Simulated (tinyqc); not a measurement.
Hole subbands of a hard-walled well, four-band Luttinger model, step by step. Values are carried at full precision from step to step, so a last printed digit may differ when a step is redone from the rounded ones.

Constants: hbar^2/2m0 = 3.80998211 eV angstrom^2.

Inputs chosen for the exercise (near those of GaAs; shifted at random, so the results belong to these values and not to a real crystal):
- g1 = 6.98 (Luttinger gamma1)
- g2 = 2.06 (gamma2)
- L = 80 angstrom (well width along [001])
- Zs = 0 eV (shear strain energy)
- g3 = 2.94 (gamma3)
- k = 0.0504 1/angstrom (wave vector in the plane)
- N = 4 (sines for each component)
- kmax = 0.094 1/angstrom (end of the path)

## Levels at k = 0

R and S vanish: HHn = c (g1 - 2 g2)(n pi/L)^2 - Zs and LHn = c (g1 + 2 g2)(n pi/L)^2 + Zs, c = hbar^2/2m0, hole energies counted downwards. Sort HH1 to HH4 and LH1, LH2.

Levels:

| subband | E (eV) |
|---|---|
| HH1 | 0.0168 |
| LH1 | 0.0652 |
| HH2 | 0.0672 |
| HH3 | 0.1512 |
| LH2 | 0.2609 |
| HH4 | 0.2689 |

The top subband is HH1, 48.4 meV from LH1.

## The matrix at one k

Hole energies are counted downwards from the unstrained band edge, c = hbar^2/2m0. After the usual block transformation one block is H = [[P + Q - Zs, R - i S], [R + i S, P - Q + Zs]] in (heavy, light), with P +/- Q = c [(g1 +/- g2) k^2 + (g1 -/+ 2 g2) kz^2], R = sqrt(3) c gR k^2, S = 2 sqrt(3) c g3 k kz, kz = -i d/dz; axial approximation gR = (g2 + g3)/2. Zs = b (e_par - e_perp) is the shear part of the strain (the hydrostatic part shifts all levels alike and is left out). Basis sqrt(2/L) sin(n pi z/L), n = 1 to N, for each component: kz^2 gives (n pi/L)^2 and the heavy-light block is R delta_nm - 2 sqrt(3) c g3 k D_nm with D_nm = 4 n m/(L (n^2 - m^2)) for n + m odd, 0 otherwise. The other block has the same levels. The split-off band is left out.

Fill in the 2N x 2N matrix, in meV.

H(k) (meV), lower triangle:
```
        h1      h2       h3       h4      l1      l2      l3       l4
h1  104.29
h2       0  154.70
h3       0       0   238.72
h4       0       0        0   356.35
l1   41.91  -65.19        0   -26.08  112.83
l2   65.19   41.91  -117.34        0       0  308.49
l3       0  117.34    41.91  -167.63       0       0  634.58
l4   26.08       0   167.63    41.91       0       0       0  1091.10
```

## Levels and mixing

Diagonalise; give the four lowest hole energies and the weight of the heavy component (the first half of the basis) in each.

levels (meV): 38.40  74.37  146.69  177.44

heavy weight: 0.494  0.767  0.826  0.536

The most mixed of the four is number 1, with 49 % heavy character. Against 60 sines these levels lie 0.6, 1.0, 2.7 and 3.4 meV too high: the small basis lacks the higher sines, which carry the upper levels.

## Dispersion in the plane

N = 20, nine points from 0 to kmax.

Hole energies (meV):

| k (1/angstrom) | E1 | E2 | E3 | E4 | heavy weight of 1 | heavy weight of 2 |
|---|---|---|---|---|---|---|
| 0.0000 | 16.80 | 65.22 | 67.22 | 151.23 | 1.000 | 0.000 |
| 0.0118 | 20.43 | 53.88 | 84.19 | 147.75 | 0.993 | 0.457 |
| 0.0235 | 28.98 | 48.96 | 107.22 | 141.07 | 0.906 | 0.535 |
| 0.0352 | 34.09 | 56.66 | 134.59 | 137.48 | 0.631 | 0.765 |
| 0.0470 | 36.67 | 70.11 | 141.43 | 164.98 | 0.510 | 0.785 |
| 0.0587 | 41.58 | 79.67 | 151.33 | 196.68 | 0.462 | 0.703 |
| 0.0705 | 49.60 | 86.19 | 159.93 | 226.66 | 0.434 | 0.630 |
| 0.0823 | 60.72 | 92.94 | 165.43 | 249.47 | 0.413 | 0.579 |
| 0.0940 | 74.82 | 101.71 | 170.23 | 263.18 | 0.397 | 0.542 |

At small k the hole energy falls in subbands 2 and 4: an electron-like mass, caused by repulsion from a deeper subband. E2 - E1 is smallest, 20.0 meV, at k = 0.0235 of the points listed. The top subband goes from 1.00 to 0.40 in heavy weight.

## Mass of HH1 in the plane

Second order in k: 1/m = g1 + g2 - sum_n 12 c g3^2 D_1n^2/(LHn - HH1) over even n up to 60, with D_1n = 4n/(L (n^2 - 1)) in size, LHn - HH1 = c [(g1 + 2 g2) n^2 - (g1 - 2 g2)](pi/L)^2 + 2 Zs, c = hbar^2/2m0.

LHn - HH1 for n = 2, 4, 6 (meV): 244.1  1026.7  2331.0
terms for n = 2, 4, 6: 1.7991  0.0684  0.0125
sum of all terms = 1.8872
mass without mixing, 1/(g1 + g2) = 0.1106 m0
1/m with mixing = 7.1528 1/m0

Mixing with the light holes takes m from 0.111 to 0.140 m0.

## Checks

- 1/m of HH1 from the full matrix (N = 60) at small k against second order: both 7.153.
- The 2 x 2 block with gR = g2 (k along [100]) for a plane wave (k, 0, pi/L) against the bulk heavy-hole formula, eV: both 0.02425.
- Lowest level at the given k on a real-space grid of 240 points against 60 sines, eV: both 0.0378.

Program tinyqc; command `OMP_NUM_THREADS=1 python tinyqc.py 1280695 1280696 out.jsonl`; about 0.09 s on one thread of a shared Intel(R) Xeon(R) Processor @ 2.30GHz.
